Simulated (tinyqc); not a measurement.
Trap density from two Hall measurements.

Question. p-type body, charge-sheet picture, full ionisation (an idealisation for deep acceptors), Boltzmann statistics for free electrons. e = Ec - EF at the surface. psi = Eg - Vt ln(Nv/Na) - e; N_dep = sqrt(2 eps0 eps_r Na (psi - Vt)/q); n_f = sqrt(N_dep^2 + 2 eps0 eps_r Vt Nc exp(-e/Vt)/q) - N_dep; Vg = Vfb + psi + q (N_dep + n_t + n_f)/Cox, Cox = eps0 eox/tox. Find e and n_t at both points and the mean trap density between them.

Parameters, values chosen for the exercise; band and dielectric values close to those of silicon:

| symbol | value | unit | meaning |
|---|---|---|---|
| T | 300 | K | temperature |
| Eg | 1.11 | eV | band gap |
| eps_r | 11.5 |  | relative permittivity |
| Nc | 2.76e19 | cm^-3 | conduction-band density of states at T |
| Nv | 2.65e19 | cm^-3 | valence-band density of states at T |
| eox | 3.9 |  | relative permittivity of the insulator |
| tox | 37 | nm | insulator thickness |
| Na | 8.3e16 | cm^-3 | acceptor density |
| Vfb | -0.81 | V | flat-band voltage without trapped charge |

Constants: q = 1.602176634e-19 C, kB = 1.380649e-23 J/K, Vt = kB T/q, eps0 = 8.8541878128e-14 F/cm where lengths are in cm. Results are converted to the units shown.

Vg (V): 1.4662050  1.9420251
free sheet density from the Hall effect (cm^-2): 1.7005179e8  1.3843021e10

Solution. Each n_f fixes e; what the gate voltage holds beyond psi, N_dep and n_f is trapped; the difference quotient is the density, smeared over a few Vt.

e (eV): 0.2680  0.1520
n_t (cm^-2): 8.319e10  2.091e11
mean trap density = 1.085e12 cm^-2 eV^-1

Program tinyqc, `OMP_NUM_THREADS=1 python tinyqc.py 2222223 2222224 out.jsonl`; Intel Xeon 2.30GHz, shared host, one thread, about 0.02 s.
